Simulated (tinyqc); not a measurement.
Inside a calculation. Model: vacuum evaporation: vapour pressure, source flux, thickness distribution, purity and step coverage. Computed by tinyqc, a small Python program that keeps every step. Command: `OMP_NUM_THREADS=1 python tinyqc.py 3112422 3112423 out.jsonl evap walk`. One thread of a shared host (Intel(R) Xeon(R) Processor @ 2.30GHz), about 0.01 s of CPU time with the checks. Intermediate numbers are printed to about 6 digits and carried at full precision; extremes and crossings named in words are read from the listed rows.

Molecular flow, unit sticking of the metal, no re-evaporation. The background gas is taken as water vapour (18.015 g/mol, collision diameter 0.37 nm) at 300 K.

Inputs (values chosen for the exercise, modelled on nickel, with constants for the liquid):
```
quantity,value,unit
molar mass M,58.69,g/mol
film density rho,8.9,g/cm^3
vapour-pressure constant A,11.63,-
vapour-pressure constant B,20740,K
source temperature T,1940,K
source area,0.26,cm^2
directionality n,1,-
source-to-wafer distance h,29,cm
wafer radius R,15,cm
source offset from the axis s/h,0.36,-
background pressure p,0.0003,Pa
sticking of background gas,0.2,-
aspect ratio of a trench,2.4,-
```

Constants: u = 1.6605390666e-27 kg; k_B = 1.380649e-23 J/K; R = 8.314462618 J/(mol K).

## Vapour pressure and flux

log10(p_v/Pa) = A - B/T; flux from the surface Phi = p_v/sqrt(2 pi m k_B T), m = M u. Mass loss = Phi x area x m; heat of evaporation = ln(10) R B; d ln Phi/dT = ln(10) B/T^2 - 1/(2 T).

vapour pressure p_v = 8.69518 Pa

flux Phi = 6.78952e+18 1/(cm^2 s)

mass loss = 0.619339 g/h

heat of evaporation = 397.062 kJ/mol

change of flux per kelvin = 1.24311 %/K

Holding the rate to 1 % needs the temperature to about 0.80 K.

## Rate and uniformity on a fixed wafer above the source

A small source emits (n + 1) Phi area cos^n(phi)/(2 pi) per solid angle; on a parallel plane at height h and lateral distance l the arrival rate is (n + 1) Phi area/(2 pi h^2) x (1 + (l/h)^2)^(-(n + 3)/2). Growth rate = arrival rate x m/rho, m = M u. The wafer is fixed and centred above the source.

arrival rate at the centre = 6.68139e+14 1/(cm^2 s)

growth rate at the centre = 0.0731627 nm/s

edge over centre = 0.622411

non-uniformity (max - min)/(max + min) = 23.2733 %

share of the material that lands on the wafer, 1 - (1 + (R/h)^2)^(-(n + 1)/2) = 21.1069 %

## Offset source and rotation

Rotating wafer, source offset by s and facing upwards: thickness at radius r is the mean over the angle a of (1 + (r^2 + s^2 - 2 r s cos a)/h^2)^(-(n + 3)/2), by 360 equal steps; non-uniformity (max - min)/(max + min) over 21 radii from 0 to R.

centre thickness relative to an axial source = 0.783701

edge over centre, rotating = 0.730101

non-uniformity, rotating = 15.6002 %

## Choosing the offset

The curvature at the centre vanishes at s/h = sqrt(2/(n + 3)).

Against the offset:
```
s/h,centre thickness,edge over centre,non-uniformity (%)
0.0,1.00000,0.62241,23.2733
0.2,0.92456,0.65717,20.6879
0.4,0.74316,0.75320,14.0769
0.5,0.64000,0.81656,10.0980
0.6,0.54066,0.88390,6.1629
0.7,0.45043,0.95007,2.5603
0.8,0.37180,1.01062,0.8264
0.9,0.30524,1.06243,3.0272
1.1,0.20475,1.13525,6.3342
```

The best row, s/h = 0.8, has 0.83 % against 23 % on the axis, at the price of a rate lower by a factor 2.69; the small-wafer optimum is sqrt(2/(n + 3)) = 0.71.

## Scattering and purity

Mean free path lambda = k_B T_g/(sqrt2 pi d^2 p); unscattered share exp(-h/lambda); gas arrival p/sqrt(2 pi m_g k_B T_g); impurity ratio = sticking x gas arrival/metal arrival; monolayer time = 1e15 cm^-2/(sticking x gas arrival).

mean free path = 22.6994 m

unscattered share = 0.987306

gas arrival rate = 1.07520e+15 1/(cm^2 s)

impurity ratio = 0.321848

monolayer time = 4.65032 s

The gas that sticks amounts to more than a tenth of the metal, although few metal atoms scatter on the way: purity, not the free path, sets the vacuum needed.

## A trench at the wafer edge

Fixed wafer, axial point source, trench running tangentially at r = R: the beam arrives at tan(a) = R/h. Shadowed share of the floor = aspect ratio x tan(a) (at most 1); the wall facing the source grows at tan(a) times the field rate, the other wall not at all.

angle a = 27.3499 degrees

shadowed share of the floor = 1

wall over field thickness = 0.517241

Checks made by the program: share on the wafer by quadrature (relative difference 1e-08).
